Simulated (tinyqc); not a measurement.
Single-band model of a thermoelectric material. Changing the temperature T. Computed by tinyqc, a small Python program. Command: `OMP_NUM_THREADS=1 python tinyqc.py 3005175 3005176 out.jsonl thermo sweep`. One thread of a shared host (Intel(R) Xeon(R) Processor @ 2.30GHz), about 0.02 s of CPU time with the checks.

One spherical band, one scattering law, no minority carriers and no phonon drag. In a real material minority carriers limit |S| to about E_g/(2 e T), so larger values are formal. eta = E_F/(k_B T) is counted from the band edge; f = 1/(1 + exp(x - eta)).

Inputs (values chosen for the exercise, for a model material): density-of-states mass m = 1.2 m_0; mobility parameter mu_300 = 270 cm^2/(V s); temperature exponent p = 0.5; lattice thermal conductivity kappa_L = 3.6 W/(m K); carrier density n = 8.1e+20 1/cm^3.

Band: parabolic. Scattering: constant relaxation time, r = 0.

Constants: m_0 = 9.1093837015e-31 kg; k_B = 1.380649e-23 J/K; hbar = 1.054571817e-34 J s; k_B = 8.617333262e-05 eV/K; e = 1.602176634e-19 C.

Method:
- With x = E/(k_B T), a = alpha k_B T (0 for a parabolic band), G = x (1 + a x), D = 1 + 2 a x and <y> = int y f (1 - f) dx, f = 1/(1 + exp(x - eta)): tau = tau_0 G^r/D; transport function s = G^(3/2 + r)/D^2; n = N_0 <G^(3/2)> with N_0 = (2 m k_B T)^(3/2)/(3 pi^2 hbar^3).
- Integrals over x = E/(k_B T) use 160 Gauss-Legendre points in u = sqrt(x) from 0 to sqrt(max(eta, 0) + 32).
- Solve for eta.
- sigma = e mu_0 N_0 <s> with mu_0 = e tau_0/m = mu_300 (T/300 K)^(-p); |S| = (k_B/e)(<x s>/<s> - eta); Lorenz number L = (k_B/e)^2 (<x^2 s>/<s> - (<x s>/<s>)^2); kappa_e = L sigma T; zT = S^2 sigma T/(kappa_L + kappa_e).
- Hall factor r_H = <G^(3/2)> <G^(3/2 + 2r)/D^4>/<s>^2; drift mobility sigma/(n e) with n = N_0 <G^(3/2)>; power factor S^2 sigma.

One run for each value; columns: (1) temperature T (K); (2) Seebeck coefficient |S| (microvolt/K); (3) conductivity sigma (S/cm); (4) zT; (5) reduced Fermi level eta; (6) kappa_e (W/(m K)):
```
(1)      (2)    (3)      (4)     (5)     (6)
505    67.88  27007  0.18186  5.9251  30.957
589    78.15  25007  0.24671  5.0330  32.863
673    87.97  23394  0.31920  4.3556  34.573
758    97.45  22044  0.39910  3.8157  36.158
842   106.36  20915  0.48335  3.3825  37.617
926   114.84  19944  0.57182  3.0218  38.995
1090  130.24  18383  0.75345  2.4630  41.508
1180  138.09  17668  0.85659  2.2148  42.811
1260  144.75  17098  0.94961  2.0198  43.933
```

Give the missing row, temperature T (K) = 1010.

Computed row; columns: (1) temperature T (K); (2) Seebeck coefficient |S| (microvolt/K); (3) conductivity sigma (S/cm); (4) zT; (5) reduced Fermi level eta; (6) kappa_e (W/(m K)):
```
(1)      (2)    (3)      (4)     (5)     (6)
1010  122.91  19097  0.66363  2.7155  40.308
```

Interpolating between the two neighbouring rows (linearly) misses most in reduced Fermi level eta, by 0.74 %. Over the rows, Seebeck coefficient |S| (microvolt/K) rises from 67.9 to 145 (exponent d ln y / d ln x 0.92 between the first rows and 0.72 between the last); conductivity sigma (S/cm) falls from 27000 to 17100 (exponent d ln y / d ln x about -0.50 throughout); zT rises from 0.182 to 0.950 (exponent d ln y / d ln x 2.0 between the first rows and 1.6 between the last). kappa_L is held fixed and minority carriers are absent, so the loss of S and zT to minority carriers at high T is missing.
